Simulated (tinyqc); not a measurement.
Worked calculation: deformation potentials from a strained empirical pseudopotential. Values are carried at full precision from step to step, so a last printed digit may differ when a step is redone from the rounded ones.

Diamond lattice, no spin-orbit coupling. Atomic form factor V(q) = a1 (q^2 - a2)/(a3 exp(a4 q^2) - 1) in rydberg with q in 1/bohr, for the unstrained cell. Under a strain e the reciprocal vectors and k go over into (1 + e)^(-1) G, the atoms sit at +/- tau with tau = (1 + e) a (1,1,1)/8 - zeta a (eyz, ezx, exy)/4, and H(G,G') = c |k + G|^2 delta + (V(q)/det(1 + e)) cos(q.tau), q = G - G', with the term q = 0 left out; c = hbar^2/2m0. The basis is fixed before straining: all G with |k + G|^2 up to 16 (2 pi/a)^2. k is given in units of 2 pi/a of the unstrained cell.

Constants: a0 (Bohr radius) = 0.5291772105 angstrom; hbar^2/2m0 = 3.80998211 eV angstrom^2; Ry = 13.60569312 eV.

Inputs chosen for the exercise (near those of Si; shifted at random, so the results belong to these values and not to a real crystal): a = 5.435 angstrom (lattice constant); A = (0.536, 2.214, 2.051, 0.491) (a1 (Ry bohr^2), a2 (1/bohr^2), a3, a4 (bohr^2)); h = 0.001 (size of the test strain); kD = 0.82 2 pi/a (position of the Delta minimum); zeta = 0.61 (internal-strain parameter).

## Form factors, unstrained and under a volume change

q^2 = n (2 pi/a)^2 a0^2 for the shells n = 3, 8, 11; for e = h 1, q^2 is divided by (1 + h)^2 and V by (1 + h)^3. Last column: the change divided by the relative change of volume, (1 + h)^3 - 1.

Form factors:

| n | q^2 (1/bohr^2) | V (Ry) | V expanded (Ry) | dV/(dVol/Vol) (Ry) |
|---|---|---|---|---|
| 3 | 1.12275 | -0.22853 | -0.22866 | -0.0446 |
| 8 | 2.99401 | 0.05278 | 0.05239 | -0.1294 |
| 11 | 4.11676 | 0.07043 | 0.07021 | -0.0705 |

## Gaps under a volume change

e = -h 1, 0, +h 1; gaps from the valence top to the s-like level at Gamma (level 8), and to level 5 at (kD,0,0) and (1/2,1/2,1/2).

Gaps (eV):

| gap | e = -h | e = 0 | e = +h |
|---|---|---|---|
| Gamma, s-like | 3.94098 | 3.91453 | 3.88810 |
| Delta | 1.17514 | 1.18305 | 1.19086 |
| L | 1.98176 | 1.97601 | 1.97022 |

## Hydrostatic deformation potentials

a = [E(+h) - E(-h)]/(3 ln((1 + h)/(1 - h))).

a of the gaps to Gamma, Delta, L (eV): -8.81  2.62  -1.92

Compression opens the Gamma gap, opens the L gap and closes the Delta gap. Only differences are defined here: the absolute shifts depend on the mean potential, which this model leaves out.

## Tetragonal strain

e = diag(-h/2, -h/2, h). Level 5 at (kD,0,0) and (0,0,kD), and levels 2 to 4 at Gamma, all from the mean of the three valence levels.

Delta x, Delta z (eV): 1.17907  1.19100

valence levels (eV): -0.00993  0.00496  0.00496

## Xu of the Delta valleys and b

For e = diag(-h/2, -h/2, h): E(Delta z) - E(Delta x) = Xu (ezz - exx), and without spin-orbit coupling E(Z) - E(X, Y) = 3 b (ezz - exx); Z is the single level, X and Y the pair.

Xu = 7.96 eV
b = -3.31 eV

Stretching along z raises the valleys on the z axis and lowers the Z valence state. One-sided differences carry an error of order h. A local potential fitted to band energies alone fixes these slopes only roughly; b tends to come out too large and Xu of L too small.

## Trigonal strain

exy = eyz = ezx = h, with the internal displacement. Level 5 at (1/2,1/2,1/2) and (1/2,-1/2,-1/2), and levels 2 to 4 at Gamma, from the mean of the three valence levels.

L [111], L [1-1-1] (eV): 1.99988  1.96802

valence levels (eV): -0.01660  0.00830  0.00830

## Xu of the L valleys and d

For the tensor strain exy = eyz = ezx = h: E(L [111]) - E(L [1-1-1]) = (8/3) Xu h, and E(single valence level) - E(pair) = 3 sqrt(3) d h. Find Xu and d.

Xu (L) = 11.94 eV
d = -4.79 eV

## Checks

- Level 5 at (kD,0,0) and (0,kD,0) under the tetragonal strain (eV): both 11.3015.

Run: tinyqc, `OMP_NUM_THREADS=1 python tinyqc.py 1880177 1880178 out.jsonl`; Intel(R) Xeon(R) Processor @ 2.30GHz, one thread, shared host; about 0.2 s of CPU time with all checks.
